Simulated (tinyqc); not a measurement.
Free-carrier optics of a doped semiconductor (Drude model): one step. Dielectric function at one energy.

eps(E) = ei [1 - Ep^2/(E^2 + i E Gam)], with Ep^2 = 8 pi c (e^2/(4 pi eps0)) N/(m ei), c = hbar^2/2m0, N in 1/angstrom^3 (1e-24 per 1/cm^3); Gam = hbar/tau, tau = mu m m0/e with m0/e = 5.685630e-12 kg/C and mu in m^2/(V s). Energies in meV.

Parameters, chosen for this exercise (out of a larger set: mass and dielectric values near those of Si; N and mu are free inputs; interband absorption and the rise of the mass with filling are left out; not measured data): E = 133.1 meV (photon energy); ei = 12 (high-frequency dielectric constant).

Ep = 163.3219 meV
Gam = 17.9763 meV

Problem. Insert the numbers.

Give: free-carrier term; eps.

Solution.

free-carrier term = -17.7445+2.3966i
eps = -5.7445+2.3966i

Run: tinyqc, `OMP_NUM_THREADS=1 python tinyqc.py 1681237 1681238 out.jsonl`; Intel(R) Xeon(R) Processor @ 2.30GHz, one thread, shared host; about 0.01 s of CPU time with all checks.
